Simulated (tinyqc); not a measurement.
CIS and TDHF on RHF in the 6-311g basis, for H2, spin multiplicity 1, step by step. Computed by tinyqc, a small Python program that keeps every step (integrals from PySCF). Settings: charge = 0, multiplicity = 1, basis = 6-311g, method = RHF, energy threshold = 1e-10, iteration cap = 83, orthogonalisation = symmetric, start = atomic densities, DIIS depth = 6, TDHF = 1. Command: `OMP_NUM_THREADS=1 python tinyqc.py 22875 22876 out.jsonl` (the two numbers bound the seeds that draw the settings). One thread of a shared host (Intel(R) Xeon(R) Processor @ 2.60GHz), about 0.05 s of CPU time with the checks. The early iterations of the SCF are left out here.

## One-electron integrals

Geometry (angstrom):
```
atom         x         y         z
H     0.000000  0.000000  0.000000
H     0.000000  0.000000  0.856000
```

Basis 6-311g: exponents (1/bohr^2) and contraction coefficients of normalised primitives:
```
element  l (shell)   exponent  coefficient
H            s (1)  33.865000     0.025494
H            s (1)   5.094790     0.190373
H            s (1)   1.158790     0.852161
H            s (2)   0.325840     1.000000
H            s (3)   0.102741     1.000000
```

Overlap, kinetic and nuclear-attraction integrals over the contracted functions; the nuclear repulsion is the sum of Za Zb / Rab.

nuclear repulsion = 0.61819768 hartree

overlap S, order 1H 1s, 1H 2s, 1H 3s, 2H 1s, 2H 2s, 2H 3s:
$$\begin{pmatrix}
1.000000 & 0.706377 & 0.373664 & 0.178785 & 0.358837 & 0.291527 \\
0.706377 & 1.000000 & 0.788963 & 0.358837 & 0.652918 & 0.643119 \\
0.373664 & 0.788963 & 1.000000 & 0.291527 & 0.643119 & 0.874224 \\
0.178785 & 0.358837 & 0.291527 & 1.000000 & 0.706377 & 0.373664 \\
0.358837 & 0.652918 & 0.643119 & 0.706377 & 1.000000 & 0.788963 \\
0.291527 & 0.643119 & 0.874224 & 0.373664 & 0.788963 & 1.000000
\end{pmatrix}$$

kinetic energy T (hartree), order 1H 1s, 1H 2s, 1H 3s, 2H 1s, 2H 2s, 2H 3s:
$$\begin{pmatrix}
2.304348 & 0.549119 & 0.106346 & -0.040211 & 0.152414 & 0.069230 \\
0.549119 & 0.488760 & 0.184881 & 0.152414 & 0.228425 & 0.130170 \\
0.106346 & 0.184881 & 0.154112 & 0.069230 & 0.130170 & 0.122655 \\
-0.040211 & 0.152414 & 0.069230 & 2.304348 & 0.549119 & 0.106346 \\
0.152414 & 0.228425 & 0.130170 & 0.549119 & 0.488760 & 0.184881 \\
0.069230 & 0.130170 & 0.122655 & 0.106346 & 0.184881 & 0.154112
\end{pmatrix}$$

nuclear attraction V (hartree), order 1H 1s, 1H 2s, 1H 3s, 2H 1s, 2H 2s, 2H 3s:
$$\begin{pmatrix}
-2.729071 & -1.495298 & -0.743821 & -0.424565 & -0.777857 & -0.590650 \\
-1.495298 & -1.489051 & -1.005078 & -0.777857 & -1.040054 & -0.854721 \\
-0.743821 & -1.005078 & -0.944394 & -0.590650 & -0.854721 & -0.855818 \\
-0.424565 & -0.777857 & -0.590650 & -2.729071 & -1.495298 & -0.743821 \\
-0.777857 & -1.040054 & -0.854721 & -1.495298 & -1.489051 & -1.005078 \\
-0.590650 & -0.854721 & -0.855818 & -0.743821 & -1.005078 & -0.944394
\end{pmatrix}$$

core Hamiltonian H = T + V (hartree), order 1H 1s, 1H 2s, 1H 3s, 2H 1s, 2H 2s, 2H 3s:
$$\begin{pmatrix}
-0.424723 & -0.946179 & -0.637475 & -0.464776 & -0.625443 & -0.521420 \\
-0.946179 & -1.000291 & -0.820197 & -0.625443 & -0.811629 & -0.724551 \\
-0.637475 & -0.820197 & -0.790283 & -0.521420 & -0.724551 & -0.733163 \\
-0.464776 & -0.625443 & -0.521420 & -0.424723 & -0.946179 & -0.637475 \\
-0.625443 & -0.811629 & -0.724551 & -0.946179 & -1.000291 & -0.820197 \\
-0.521420 & -0.724551 & -0.733163 & -0.637475 & -0.820197 & -0.790283
\end{pmatrix}$$

## Two-electron integrals

Functions are numbered as in S; the eight-fold symmetry (ij|kl) = (ji|kl) = (kl|ij) leaves the list below.

Two-electron integrals (ij|kl) in chemists' order, unique and non-zero (hartree):
```
(11|11) 1.393035   (21|11) 0.822971   (21|21) 0.509703   (22|11) 0.822904
(22|21) 0.543028   (22|22) 0.644106   (31|11) 0.411256   (31|21) 0.257757
(31|22) 0.279868   (31|31) 0.130794   (32|11) 0.543681   (32|21) 0.365771
(32|22) 0.452669   (32|31) 0.189803   (32|32) 0.325140   (33|11) 0.494021
(33|21) 0.340115   (33|22) 0.445993   (33|31) 0.178035   (33|32) 0.331779
(33|33) 0.361682   (41|11) 0.180882   (41|21) 0.115965   (41|22) 0.129856
(41|31) 0.059196   (41|32) 0.088886   (41|33) 0.084260   (41|41) 0.039309
(42|11) 0.259782   (42|21) 0.176065   (42|22) 0.218422   (42|31) 0.091493
(42|32) 0.156034   (42|33) 0.156793   (42|41) 0.065885   (42|42) 0.130120
(43|11) 0.186145   (43|21) 0.127776   (43|22) 0.163512   (43|31) 0.066723
(43|32) 0.118753   (43|33) 0.122452   (43|41) 0.048250   (43|42) 0.100546
(43|43) 0.079509   (44|11) 0.613050   (44|21) 0.426820   (44|22) 0.558946
(44|31) 0.223903   (44|32) 0.408407   (44|33) 0.422480   (44|41) 0.180882
(44|42) 0.400902   (44|43) 0.319180   (44|44) 1.393035   (51|11) 0.400902
(51|21) 0.250548   (51|22) 0.270727   (51|31) 0.127028   (51|32) 0.183266
(51|33) 0.171488   (51|41) 0.065885   (51|42) 0.103409   (51|43) 0.075271
(51|44) 0.259782   (51|51) 0.130120   (52|11) 0.480802   (52|21) 0.321594
(52|22) 0.392485   (52|31) 0.166520   (52|32) 0.279706   (52|33) 0.281574
(52|41) 0.094187   (52|42) 0.173422   (52|43) 0.133159   (52|44) 0.480802
(52|51) 0.173422   (52|52) 0.274583   (53|11) 0.372155   (53|21) 0.254178
(53|22) 0.326048   (53|31) 0.132631   (53|32) 0.238984   (53|33) 0.252646
(53|41) 0.076545   (53|42) 0.151143   (53|43) 0.119755   (53|44) 0.435016
(53|51) 0.138483   (53|52) 0.237290   (53|53) 0.216042   (54|11) 0.426820
(54|21) 0.295373   (54|22) 0.384394   (54|31) 0.154683   (54|32) 0.281272
(54|33) 0.293001   (54|41) 0.115965   (54|42) 0.250548   (54|43) 0.200258
(54|44) 0.822971   (54|51) 0.176065   (54|52) 0.321594   (54|53) 0.293166
(54|54) 0.509703   (55|11) 0.558946   (55|21) 0.384394   (55|22) 0.499747
(55|31) 0.201046   (55|32) 0.368364   (55|33) 0.392003   (55|41) 0.129856
(55|42) 0.270727   (55|43) 0.217809   (55|44) 0.822904   (55|51) 0.218422
(55|52) 0.392485   (55|53) 0.364264   (55|54) 0.543028   (55|55) 0.644106
(61|11) 0.319180   (61|21) 0.200258   (61|22) 0.217809   (61|31) 0.101649
(61|32) 0.147809   (61|33) 0.138759   (61|41) 0.048250   (61|42) 0.075271
(61|43) 0.054922   (61|44) 0.186145   (61|51) 0.100546   (61|52) 0.133159
(61|53) 0.106343   (61|54) 0.127776   (61|55) 0.163512   (61|61) 0.079509
(62|11) 0.435016   (62|21) 0.293166   (62|22) 0.364264   (62|31) 0.152222
(62|32) 0.262216   (62|33) 0.268577   (62|41) 0.076545   (62|42) 0.138483
(62|43) 0.106343   (62|44) 0.372155   (62|51) 0.151143   (62|52) 0.237290
(62|53) 0.205582   (62|54) 0.254178   (62|55) 0.326048   (62|61) 0.119755
(62|62) 0.216042   (63|11) 0.414485   (63|21) 0.285936   (63|22) 0.377013
(63|31) 0.149794   (63|32) 0.281499   (63|33) 0.309248   (63|41) 0.076697
(63|42) 0.148858   (63|43) 0.118103   (63|44) 0.414485   (63|51) 0.148858
(63|52) 0.254571   (63|53) 0.234506   (63|54) 0.285936   (63|55) 0.377013
(63|61) 0.118103   (63|62) 0.234506   (63|63) 0.276422   (64|11) 0.223903
(64|21) 0.154683   (64|22) 0.201046   (64|31) 0.080971   (64|32) 0.147232
(64|33) 0.153817   (64|41) 0.059196   (64|42) 0.127028   (64|43) 0.101649
(64|44) 0.411256   (64|51) 0.091493   (64|52) 0.166520   (64|53) 0.152222
(64|54) 0.257757   (64|55) 0.279868   (64|61) 0.066723   (64|62) 0.132631
(64|63) 0.149794   (64|64) 0.130794   (65|11) 0.408407   (65|21) 0.281272
(65|22) 0.368364   (65|31) 0.147232   (65|32) 0.273363   (65|33) 0.295615
(65|41) 0.088886   (65|42) 0.183266   (65|43) 0.147809   (65|44) 0.543681
(65|51) 0.156034   (65|52) 0.279706   (65|53) 0.262216   (65|54) 0.365771
(65|55) 0.452669   (65|61) 0.118753   (65|62) 0.238984   (65|63) 0.281499
(65|64) 0.189803   (65|65) 0.325140   (66|11) 0.422480   (66|21) 0.293001
(66|22) 0.392003   (66|31) 0.153817   (66|32) 0.295615   (66|33) 0.331726
(66|41) 0.084260   (66|42) 0.171488   (66|43) 0.138759   (66|44) 0.494021
(66|51) 0.156793   (66|52) 0.281574   (66|53) 0.268577   (66|54) 0.340115
(66|55) 0.445993   (66|61) 0.122452   (66|62) 0.252646   (66|63) 0.309248
(66|64) 0.178035   (66|65) 0.331779   (66|66) 0.361682
```

## Orthogonalisation

S = U s U^T; symmetric (Loewdin) form X = U s^(-1/2) U^T, so that X^T S X = 1.

eigenvalues of S: [0.039217, 0.134704, 0.227795, 0.798291, 1.027061, 3.772931]

X, order 1H 1s, 1H 2s, 1H 3s, 2H 1s, 2H 2s, 2H 3s:
$$\begin{pmatrix}
1.375659 & -0.754273 & 0.216073 & 0.025702 & -0.010585 & -0.037185 \\
-0.754273 & 2.296540 & -1.104214 & -0.010585 & -0.514201 & 0.334081 \\
0.216073 & -1.104214 & 2.572946 & -0.037185 & 0.334081 & -1.397950 \\
0.025702 & -0.010585 & -0.037185 & 1.375659 & -0.754273 & 0.216073 \\
-0.010585 & -0.514201 & 0.334081 & -0.754273 & 2.296540 & -1.104214 \\
-0.037185 & 0.334081 & -1.397950 & 0.216073 & -1.104214 & 2.572946
\end{pmatrix}$$

## Starting guess

The start is atomic minimal-basis densities projected into this basis (PySCF's MINAO start) and scaled to the electron count of each spin; this density is not idempotent, so its energy is not variational and may lie below the converged one.

D at the start, order 1H 1s, 1H 2s, 1H 3s, 2H 1s, 2H 2s, 2H 3s:
$$\begin{pmatrix}
0.095811 & 0.155753 & 0.098348 & 0.001727 & -0.000853 & 0.003509 \\
0.155753 & 0.253338 & 0.159811 & -0.000853 & -0.007341 & 0.001947 \\
0.098348 & 0.159811 & 0.100983 & 0.003509 & 0.001947 & 0.005383 \\
0.001727 & -0.000853 & 0.003509 & 0.095811 & 0.155753 & 0.098348 \\
-0.000853 & -0.007341 & 0.001947 & 0.155753 & 0.253338 & 0.159811 \\
0.003509 & 0.001947 & 0.005383 & 0.098348 & 0.159811 & 0.100983
\end{pmatrix}$$

## Iteration 6 (converged): orbitals

converged F (hartree), order 1H 1s, 1H 2s, 1H 3s, 2H 1s, 2H 2s, 2H 3s:
$$\begin{pmatrix}
0.635029 & -0.400950 & -0.445183 & -0.448778 & -0.463613 & -0.411323 \\
-0.400950 & -0.332180 & -0.374619 & -0.463613 & -0.461435 & -0.395250 \\
-0.445183 & -0.374619 & -0.259939 & -0.411323 & -0.395250 & -0.281018 \\
-0.448778 & -0.463613 & -0.411323 & 0.635029 & -0.400950 & -0.445183 \\
-0.463613 & -0.461435 & -0.395250 & -0.400950 & -0.332180 & -0.374619 \\
-0.411323 & -0.395250 & -0.281018 & -0.445183 & -0.374619 & -0.259939
\end{pmatrix}$$

Diagonalise F' = X^T F X, C = X C', fill 1 alpha and 1 beta electrons from the bottom; D = 2 C_occ C_occ^T. Each column has its largest component positive (the first on a tie).

F' = X^T F X (hartree):
$$\begin{pmatrix}
1.704990 & -1.175225 & 0.010747 & -0.186217 & -0.190578 & -0.133654 \\
-1.175225 & 0.945820 & -0.381422 & -0.190578 & -0.217136 & -0.031280 \\
0.010747 & -0.381422 & 0.189869 & -0.133654 & -0.031280 & -0.129991 \\
-0.186217 & -0.190578 & -0.133654 & 1.704990 & -1.175225 & 0.010747 \\
-0.190578 & -0.217136 & -0.031280 & -1.175225 & 0.945820 & -0.381422 \\
-0.133654 & -0.031280 & -0.129991 & 0.010747 & -0.381422 & 0.189869
\end{pmatrix}$$

orbital energies (hartree): MO1 -0.562876, MO2 0.149898, MO3 0.315496, MO4 0.602747, MO5 2.554715, MO6 2.621379

coefficients C, order 1H 1s, 1H 2s, 1H 3s, 2H 1s, 2H 2s, 2H 3s:
$$\begin{pmatrix}
0.176204 & 0.091083 & -0.046592 & -0.094665 & -1.121246 & -1.096604 \\
0.303272 & 0.017789 & -0.762101 & -1.528229 & 1.226643 & 1.710326 \\
0.143896 & 1.899222 & 0.866166 & 2.022682 & -0.481573 & -1.118988 \\
0.176204 & -0.091083 & -0.046592 & 0.094665 & -1.121246 & 1.096604 \\
0.303272 & -0.017789 & -0.762101 & 1.528229 & 1.226643 & -1.710326 \\
0.143896 & -1.899222 & 0.866166 & -2.022682 & -0.481573 & 1.118988
\end{pmatrix}$$

D after iteration 6, order 1H 1s, 1H 2s, 1H 3s, 2H 1s, 2H 2s, 2H 3s:
$$\begin{pmatrix}
0.062096 & 0.106875 & 0.050710 & 0.062096 & 0.106875 & 0.050710 \\
0.106875 & 0.183947 & 0.087279 & 0.106875 & 0.183947 & 0.087279 \\
0.050710 & 0.087279 & 0.041412 & 0.050710 & 0.087279 & 0.041412 \\
0.062096 & 0.106875 & 0.050710 & 0.062096 & 0.106875 & 0.050710 \\
0.106875 & 0.183947 & 0.087279 & 0.106875 & 0.183947 & 0.087279 \\
0.050710 & 0.087279 & 0.041412 & 0.050710 & 0.087279 & 0.041412
\end{pmatrix}$$

## Convergence

Stop when the energy changes by less than 1e-10 hartree and every element of the error matrix X^T (F D S - S D F) X is below 3e-06.

Course of the cycle:
```
iteration  E (hartree)     change  largest element of the error matrix
1          -0.78990201          -                             8.13e-02
2          -1.11866903  -3.29e-01                             1.16e-02
3          -1.11938290  -7.14e-04                             2.84e-03
4          -1.11941968  -3.68e-05                             1.61e-04
5          -1.11941975  -6.78e-08                             1.46e-06
6          -1.11941975  -1.05e-11                             1.95e-09
```

PySCF RHF in the same basis = -1.11941975 hartree

Converged in 6 iterations.

## Populations, bond orders and dipole

Mulliken: Z minus the diagonal of D S on the atom; Loewdin: the same with S^(1/2) D S^(1/2); Mayer order: 2 sum_s sum (D(s) S)_ij (D(s) S)_ji over the two atoms.

Charges (e):
```
atom  Mulliken  Loewdin
1H           0        0
2H    0.000000        0
```

Mayer bond orders:
```
pair     order
2-1   1.000000
```

dipole moment about the origin, x y z (debye): [0.000000, 0.000000, 0.000000]

## Integrals over molecular orbitals

(pq|rs) = sum C_ip C_jq C_kr C_ls (ij|kl), one index at a time.

one-electron integrals over orbitals h = C^T H C (hartree):
$$\begin{pmatrix}
-1.174742 & 0.000000 & 0.127946 & 0.000000 & 0.080503 & 0.000000 \\
0.000000 & -0.506829 & 0.000000 & 0.208386 & 0.000000 & 0.025391 \\
0.127946 & 0.000000 & -0.351847 & 0.000000 & -0.158004 & 0.000000 \\
0.000000 & 0.208386 & 0.000000 & -0.261994 & 0.000000 & -0.216682 \\
0.080503 & 0.000000 & -0.158004 & 0.000000 & 1.397464 & 0.000000 \\
0.000000 & 0.025391 & 0.000000 & -0.216682 & 0.000000 & 1.418334
\end{pmatrix}$$

Two-electron integrals over orbitals (pq|rs), unique and non-zero (hartree):
```
(11|11) 0.611866    (21|21) 0.056809    (22|11) 0.356768    (22|22) 0.304829
(31|11) -0.127946   (31|22) -0.030436   (31|31) 0.054651    (32|21) 0.020075
(32|32) 0.035265    (33|11) 0.360997    (33|22) 0.276504    (33|31) -0.037441
(33|33) 0.281756    (41|21) -0.068787   (41|32) -0.001577   (41|41) 0.102889
(42|11) -0.138587   (42|22) -0.050710   (42|31) 0.043206    (42|33) -0.048309
(42|42) 0.058768    (43|21) 0.038207    (43|32) 0.017152    (43|41) -0.045791
(43|43) 0.032448    (44|11) 0.483815    (44|22) 0.330663    (44|31) -0.082175
(44|33) 0.311547    (44|42) -0.103539   (44|44) 0.420902    (51|11) -0.080503
(51|22) -0.013360   (51|31) 0.045786    (51|33) -0.021757   (51|42) 0.028253
(51|44) -0.056846   (51|51) 0.079934    (52|21) -0.003970   (52|32) 0.004111
(52|41) 0.012015    (52|43) -0.009716   (52|52) 0.013634    (53|11) 0.101895
(53|22) 0.033800    (53|31) -0.038087   (53|33) 0.034712    (53|42) -0.035843
(53|44) 0.071120    (53|51) -0.042159   (53|53) 0.035015    (54|21) 0.013844
(54|32) -0.018623   (54|41) -0.038100   (54|43) 0.014468    (54|52) -0.021621
(54|54) 0.047637    (55|11) 0.618592    (55|22) 0.352556    (55|31) -0.136075
(55|33) 0.360651    (55|42) -0.142600   (55|44) 0.491034    (55|51) -0.122621
(55|53) 0.121306    (55|55) 0.680244    (61|21) -0.028927   (61|32) 0.016652
(61|41) 0.061611    (61|43) -0.029888   (61|52) 0.029715    (61|54) -0.060678
(61|61) 0.086611    (62|11) -0.027159   (62|22) 0.009499    (62|31) 0.022446
(62|33) -0.002648   (62|42) 0.006567    (62|44) -0.013586   (62|51) 0.036243
(62|53) -0.016339   (62|55) -0.047981   (62|62) 0.023971    (63|21) 0.031387
(63|32) -0.003252   (63|41) -0.050540   (63|43) 0.022245    (63|52) -0.011653
(63|54) 0.031125    (63|61) -0.046043   (63|63) 0.032470    (64|11) 0.139147
(64|22) 0.030354    (64|31) -0.060394   (64|33) 0.044706    (64|42) -0.047703
(64|44) 0.092262    (64|51) -0.074404   (64|53) 0.050587    (64|55) 0.176191
(64|62) -0.037355   (64|64) 0.088540    (65|21) 0.094400    (65|32) 0.003200
(65|41) -0.142593   (65|43) 0.071944    (65|52) -0.037803   (65|54) 0.086989
(65|61) -0.130623   (65|63) 0.089277    (65|65) 0.267802    (66|11) 0.644828
(66|22) 0.368175    (66|31) -0.150162   (66|33) 0.367328    (66|42) -0.154875
(66|44) 0.518647    (66|51) -0.153420   (66|53) 0.137445    (66|55) 0.720173
(66|62) -0.056302   (66|64) 0.199333    (66|66) 0.780532
```

## CIS matrix, singlets

A(ia,jb) = (e_a - e_i) d_ij d_ab + 2 (ia|jb) - (ij|ab).

CIS matrix A, singlet (hartree), order 1>2, 1>3, 1>4, 1>5, 1>6:
$$\begin{pmatrix}
0.469624 & 0.000000 & 0.001012 & 0.000000 & -0.030695 \\
0.000000 & 0.626676 & 0.000000 & -0.010323 & 0.000000 \\
0.001012 & 0.000000 & 0.887585 & 0.000000 & -0.015924 \\
0.000000 & -0.010323 & 0.000000 & 2.658866 & 0.000000 \\
-0.030695 & 0.000000 & -0.015924 & 0.000000 & 2.712648
\end{pmatrix}$$

## CIS singlet states

dipole integrals <i|r|a> (bohr), order 1>2, 1>3, 1>4, 1>5, 1>6:
$$\begin{pmatrix}
0.000000 & 0.000000 & -1.029904 \\
0.000000 & 0.000000 & 0.000000 \\
0.000000 & 0.000000 & 0.453995 \\
0.000000 & 0.000000 & 0.000000 \\
0.000000 & 0.000000 & -0.013563
\end{pmatrix}$$

Diagonalise A (1 hartree = 27.211386 eV); each vector has its largest component positive (the first on a tie). The transition dipole is mu = sqrt2 sum c_ia <i|r|a>.

singlet excitation energies (eV): [12.767662, 17.051299, 24.148680, 72.352850, 73.830122]

lowest vectors, order 1>2, 1>3, 1>4, 1>5, 1>6:
$$\begin{pmatrix}
0.999905 & 0.000000 & 0.001780 & 0.000000 & -0.013683 \\
0.000000 & 0.999987 & 0.000000 & -0.005080 & 0.000000 \\
-0.001899 & 0.000000 & 0.999960 & 0.000000 & -0.008729 \\
0.000000 & 0.005080 & 0.000000 & 0.999987 & 0.000000 \\
0.013667 & 0.000000 & 0.008754 & 0.000000 & 0.999868
\end{pmatrix}$$

oscillator strengths 2/3 w |mu|^2: [0.664804, 0.000000, 0.241773, 0.000000, 0.000043]

## TDHF (RPA) singlet states

B(ia,jb) = 2 (ia|jb) - (ib|ja); the squared energies are the eigenvalues of (A - B)(A + B); 1 hartree = 27.211386 eV.

TDHF matrix B, singlet (hartree), order 1>2, 1>3, 1>4, 1>5, 1>6:
$$\begin{pmatrix}
0.056809 & 0.000000 & -0.068787 & 0.000000 & -0.028927 \\
0.000000 & 0.054651 & 0.000000 & 0.045786 & 0.000000 \\
-0.068787 & 0.000000 & 0.102889 & 0.000000 & 0.061611 \\
0.000000 & 0.045786 & 0.000000 & 0.079934 & 0.000000 \\
-0.028927 & 0.000000 & 0.061611 & 0.000000 & 0.086611
\end{pmatrix}$$

squared energies w^2 (hartree^2): [0.213300, 0.388811, 0.768975, 7.060124, 7.346888]

TDHF energies from the positive w^2 (eV): [12.567410, 16.967572, 23.862004, 72.303085, 73.756851]

## CIS matrix, triplets

A(ia,jb) = (e_a - e_i) d_ij d_ab - (ij|ab).

CIS matrix A, triplet (hartree), order 1>2, 1>3, 1>4, 1>5, 1>6:
$$\begin{pmatrix}
0.356006 & 0.000000 & 0.138587 & 0.000000 & 0.027159 \\
0.000000 & 0.517375 & 0.000000 & -0.101895 & 0.000000 \\
0.138587 & 0.000000 & 0.681807 & 0.000000 & -0.139147 \\
0.000000 & -0.101895 & 0.000000 & 2.498998 & 0.000000 \\
0.027159 & 0.000000 & -0.139147 & 0.000000 & 2.539427
\end{pmatrix}$$

## CIS triplet states

Diagonalise A (1 hartree = 27.211386 eV); each vector has its largest component positive (the first on a tie).

triplet excitation energies (eV): [8.233516, 13.936295, 19.721253, 68.143394, 69.386883]

lowest vectors, order 1>2, 1>3, 1>4, 1>5, 1>6:
$$\begin{pmatrix}
0.934717 & 0.000000 & 0.355310 & 0.000000 & 0.007689 \\
0.000000 & 0.998688 & 0.000000 & -0.051217 & 0.000000 \\
-0.353824 & 0.000000 & 0.932403 & 0.000000 & -0.073710 \\
0.000000 & 0.051217 & 0.000000 & 0.998688 & 0.000000 \\
-0.033359 & 0.000000 & 0.066177 & 0.000000 & 0.997250
\end{pmatrix}$$

## TDHF (RPA) triplet states

B(ia,jb) = - (ib|ja); the squared energies are the eigenvalues of (A - B)(A + B); 1 hartree = 27.211386 eV.

TDHF matrix B, triplet (hartree), order 1>2, 1>3, 1>4, 1>5, 1>6:
$$\begin{pmatrix}
-0.056809 & 0.000000 & 0.068787 & 0.000000 & 0.028927 \\
0.000000 & -0.054651 & 0.000000 & -0.045786 & 0.000000 \\
0.068787 & 0.000000 & -0.102889 & 0.000000 & -0.061611 \\
0.000000 & -0.045786 & 0.000000 & -0.079934 & 0.000000 \\
0.028927 & 0.000000 & -0.061611 & 0.000000 & -0.086611
\end{pmatrix}$$

squared energies w^2 (hartree^2): [0.075320, 0.258018, 0.514154, 6.261846, 6.489384]

TDHF energies from the positive w^2 (eV): [7.468026, 13.822146, 19.511790, 68.092904, 69.319017]
